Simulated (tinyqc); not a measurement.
Hole subbands of a hard-walled well, four-band Luttinger model: one step. The matrix at one k.

Hole energies are counted downwards from the unstrained band edge, c = hbar^2/2m0. After the usual block transformation one block is H = [[P + Q - Zs, R - i S], [R + i S, P - Q + Zs]] in (heavy, light), with P +/- Q = c [(g1 +/- g2) k^2 + (g1 -/+ 2 g2) kz^2], R = sqrt(3) c gR k^2, S = 2 sqrt(3) c g3 k kz, kz = -i d/dz; axial approximation gR = (g2 + g3)/2. Zs = b (e_par - e_perp) is the shear part of the strain (the hydrostatic part shifts all levels alike and is left out). Basis sqrt(2/L) sin(n pi z/L), n = 1 to N, for each component: kz^2 gives (n pi/L)^2 and the heavy-light block is R delta_nm - 2 sqrt(3) c g3 k D_nm with D_nm = 4 n m/(L (n^2 - m^2)) for n + m odd, 0 otherwise. The other block has the same levels. The split-off band is left out, a severe simplification for a spin-orbit splitting near 0.04 eV.

Constants: hbar^2/2m0 = 3.80998211 eV angstrom^2.

Values chosen for the exercise (near those of Si; shifted at random, so the results belong to these values and not to a real crystal): g1 = 4.29 (Luttinger gamma1); g2 = 0.34 (gamma2); g3 = 1.45 (gamma3); L = 165 angstrom (well width along [001]); Zs = 0 eV (shear strain energy); k = 0.0197 1/angstrom (wave vector in the plane); N = 4 (sines for each component).

Task: Fill in the 2N x 2N matrix, in meV.

Give: H(k).

Result:

H(k) (meV), lower triangle:
```
       h1     h2      h3      h4     l1     l2     l3      l4
h1  11.83
h2      0  26.79
h3      0      0   51.72
h4      0      0       0   86.62
l1   2.29  -6.09       0   -2.44  12.71
l2   6.09   2.29  -10.97       0      0  33.30
l3      0  10.97    2.29  -15.67      0      0  67.62
l4   2.44      0   15.67    2.29      0      0      0  115.67
```

Program tinyqc; command `OMP_NUM_THREADS=1 python tinyqc.py 1250774 1250775 out.jsonl`; about 0.4 s on one thread of a shared Intel(R) Xeon(R) Processor @ 2.30GHz.
